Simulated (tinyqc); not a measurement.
## Channel mobility from two channel lengths

Question. Two power MOSFETs differ only in channel length: R_on = R_rest + Lc (Wp + a)/(2 mch Cox Vov), Cox = 3.9 eps0/tox. Find mch and R_rest.

Inputs (values chosen for the exercise):
```
symbol,value,unit,meaning
tox,61,nm,gate oxide thickness (eps_r 3.9)
Vov,5,V,gate overdrive
Wp,3.4,um,"width of the p body in one cell, channels included"
a,1.4,um,gap between neighbouring p bodies
```

Constants: eps0 = 8.8541878128e-14 F/cm where lengths are in cm. Results are converted to the units shown.

R_on at Lc = 0.32 and 1.3 um (mohm cm^2): 7.2024744  8.7413023

Solution. R_on is a straight line in Lc; its slope gives mch and its intercept the rest.

mch = 54.00 cm^2/(V s)
R_rest = 6.700 mohm cm^2

Program tinyqc, `OMP_NUM_THREADS=1 python tinyqc.py 2230122 2230123 out.jsonl`; Intel Xeon 2.30GHz, shared host, one thread, about 0.01 s.
